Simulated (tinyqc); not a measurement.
Worked calculation: thermal and gravitational stress in a wafer during furnace and rapid thermal processing, and the onset of slip. Computed by tinyqc, a small Python program that keeps every step. Command: `OMP_NUM_THREADS=1 python tinyqc.py 3023088 3023089 out.jsonl slip walk`. One thread of a shared host (Intel(R) Xeon(R) Processor @ 2.30GHz), about 0.01 s of CPU time with the checks. Intermediate numbers are printed to about 6 digits and carried at full precision; extremes and crossings named in words are read from the listed rows.

A thin free disc in plane stress, isotropic; T(r) = T_centre + dT (r/R)^n with n = 2. Stress is positive in tension; sigma_SB = 5.670374419e-8 W/(m^2 K^4), g = 9.80665 m/s^2.

Inputs (values chosen for the exercise, modelled on silicon):
```
quantity,value,unit
wafer radius R,100,mm
thickness t,725,micrometre
Young's modulus E,160,GPa
Poisson ratio nu,0.23,-
expansion alpha,4.35,1e-6/K
edge less centre temperature dT,-22,K
temperature T,1300,K
prefactor A of the critical stress,0.00036,MPa
energy U of the critical stress,1.02,eV
density rho,2330,kg/m^3
heat capacity c,922,J/(kg K)
conductivity k,24.4,W/(m K)
wafer spacing s,7.7,mm
ramp rate,13,K/min
radius of the support ring over R,0.53,-
```

Temperature profile: parabolic.

Constants: k_B = 8.617333262e-05 eV/K.

## Thermal stress

With x = r/R: s_rr = alpha E dT (1 - x^n)/(n + 2), s_tt = alpha E dT [1 - (n + 1) x^n]/(n + 2).

Temperature and stresses at r/R = 0, 0.3, 0.5, 0.7, 0.8, 0.9, 0.95, 1:
```
r/R,T - T_centre (K),s_rr (MPa),s_tt (MPa)
0.00,0.000,-3.82800,-3.82800
0.30,-1.980,-3.48348,-2.79444
0.50,-5.500,-2.87100,-0.95700
0.70,-10.780,-1.95228,1.79916
0.80,-14.080,-1.37808,3.52176
0.90,-17.820,-0.72732,5.47404
0.95,-19.855,-0.37323,6.53631
1.00,-22.000,0.00000,7.65600
```

hoop stress at the edge = 7.656 MPa

r/R where s_tt = 0 = 0.577350

The cold edge is stretched; the edge stress is n times that at the centre in size.

## Resolved stress round the edge

At the edge the stress is uniaxial along the tangent d = (cos phi, sin phi, 0) of a (001) wafer; the Schmid factor is the largest |(d.n)(d.b)| over the twelve {111}<110> systems.

Schmid factor and resolved stress at phi = 0, 7.5, 15, 22.5, 30, 37.5 and 45 degrees from [100]:
```
phi from [100] (degrees),Schmid factor,resolved stress (MPa)
0.0,0.408248,3.12555
7.5,0.454124,3.47677
15.0,0.482963,3.69756
22.5,0.492799,3.77287
30.0,0.482963,3.69756
37.5,0.454124,3.47677
45.0,0.408248,3.12555
```

The factor is 1/sqrt(6) = 0.408 along <100> and <110> and peaks at 0.4928 at 22.5 degrees, so slip, if any, starts at eight places between these directions.

## Slip criterion

Critical resolved stress tau_c = A exp(U/(k_B T)), a form chosen for the exercise; slip when 0.492799 |s_tt(R)| > tau_c; allowed |dT| = tau_c (n + 2)/(0.492799 n alpha E).

critical stress tau_c = 3.24034 MPa

resolved over critical stress = 1.16435

allowed |dT| = 18.8947 K

Slip is expected.

## Ramp rate in a batch furnace

In a stack heated from the rim, heat flows inward by conduction and by radiation between wafers: k_eff = k + (16/3) sigma_SB T^3 s^2/t (a diffusion estimate with the spacing as path length). A steady ramp gives the parabolic lag dT = rho c (ramp) R^2/(4 k_eff); the allowed ramp uses n = 2.

k_eff = 78.7355 W/(m K)

lag of the centre = 14.7791 K

allowed ramp rate = 16.6202 K/min

Radiation carries 69 % of the inward flow. The ramp is 0.78 of the allowed one.

## Gravity

Own weight q = rho g t on a ring of radius b R, x = r/R: moments of an edge-supported plate, M_r = q R^2 (3 + nu)(1 - x^2)/16 and M_t = q R^2 [(3 + nu) - (1 + 3 nu) x^2]/16, less the uniform moment inside the ring load, q R^2 [(1 - nu)(1 - b^2) - 2 (1 + nu) ln b]/8; stress at the lower face = 6 M/t^2.

stress at the centre = -0.118307 MPa

radial stress at the ring = -0.225539 MPa

hoop stress at the ring = -0.174413 MPa

The largest of these is 0.035 tau_c when halved for shear. Point supports give far higher local stress than a ring.

## Position of the support ring

The formulas are those given above.

Stress at the lower face (MPa):
```
b,centre,radial at ring,hoop at ring,largest in size
0.40,-0.303948,-0.365027,-0.335905,0.365027
0.50,-0.157813,-0.253249,-0.207747,0.253249
0.60,-0.031776,-0.169204,-0.103681,0.169204
0.65,0.026143,-0.135144,-0.058246,0.135144
0.70,0.081521,-0.105534,-0.016350,0.105534
0.75,0.134834,-0.079897,0.022483,0.134834
0.80,0.186468,-0.057849,0.058637,0.186468
0.90,0.285898,-0.023315,0.124111,0.285898
1.00,0.381744,0.000000,0.182008,0.381744
```

Among these rows the largest stress is least, 0.106 MPa, for a ring at 0.7 R, 3.6 times below edge support: the overhang balances the sag of the centre. All values scale as R^2/t.

## Limits against temperature

The formulas are those given above.

For the parabolic profile:
```
T (K),tau_c (MPa),allowed |dT| (K),k_eff (W/(m K)),allowed ramp (K/min)
1050,28.3196,165.134,53.030,97.8327
1125,13.3568,77.885,59.614,51.8707
1200,6.9201,40.352,67.136,30.2654
1275,3.8737,22.588,75.661,19.0928
1350,2.3128,13.486,85.249,12.8440
1425,1.4579,8.501,95.965,9.1140
1500,0.9624,5.612,107.869,6.7628
```

From 1050 to 1500 K the allowed difference falls 29 times and the allowed ramp 14 times; radiation, which grows as T^3, gives back a factor 2.03. Ramps must slow as the wafer gets hotter.

Checks made by the program: force balance: the hoop stress integrates to zero (added to the edge stress) (relative difference below 1e-10).
